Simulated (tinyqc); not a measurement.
From results back to parameters: band offset of a heterojunction with an interface dipole (two-band chains, self-consistent charge). Three cases, with inputs chosen for the exercise.

Problem. D0 is the offset of the mid-gaps without dipole, chi the charge moved per eV of offset and u the potential step per electron moved. In linear response the valence offset is S D0 - (G2 - G1)/2 with S = 1/(1 + u chi/2). Two interfaces between the same crystals differ in D0 by a known amount, as from a layer of fixed dipoles; their offsets come from hidden S and D0.

Case 1.

Values chosen (out of a larger set: gaps near those of GaN and AlN; the chains and D0 are free models, so the offsets are not those of the real pair; not measured data): G1 = 3.34 eV (gap on the left); G2 = 6.23 eV (gap on the right).

chi = 0.08694 1/eV

valence offsets (eV): first -1.93175, second -1.11755

D0(second) - D0(first) = 0.92 eV

Case 2.

Values chosen (out of a larger set: gaps near those of GaAs and AlAs; the chains and D0 are free models, so the offsets are not those of the real pair; not measured data): G1 = 1.47 eV (gap on the left); G2 = 2.27 eV (gap on the right).

chi = 0.28088 1/eV

valence offsets (eV): first -0.80256, second -0.12953

D0(second) - D0(first) = 1.07 eV

Case 3.

Values chosen (out of a larger set: gaps near those of Si and HfO2; the chains and D0 are free models, so the offsets are not those of the real pair; not measured data): G1 = 1.14 eV (gap on the left); G2 = 6.03 eV (gap on the right).

chi = 0.13145 1/eV

valence offsets (eV): first -2.88054, second -1.89522

D0(second) - D0(first) = 1.38 eV

Find: S; D0 of the first; u.

Solution. S is the change of the offset over the change of D0; then D0 = (offset + (G2 - G1)/2)/S and u = 2 (1/S - 1)/chi.

Case 1.

S = 0.885
D0 of the first = -0.55 eV
u = 3.0 eV

Case 2.

S = 0.629
D0 of the first = -0.64 eV
u = 4.2 eV

Case 3.

S = 0.714
D0 of the first = -0.61 eV
u = 6.1 eV

Computed by tinyqc, one run a case: `OMP_NUM_THREADS=1 python tinyqc.py N N+1 out.jsonl` with N = 1450453, 1450455, 1450526; one thread of a shared Intel(R) Xeon(R) Processor @ 2.30GHz, about 0.5 s a run at most.
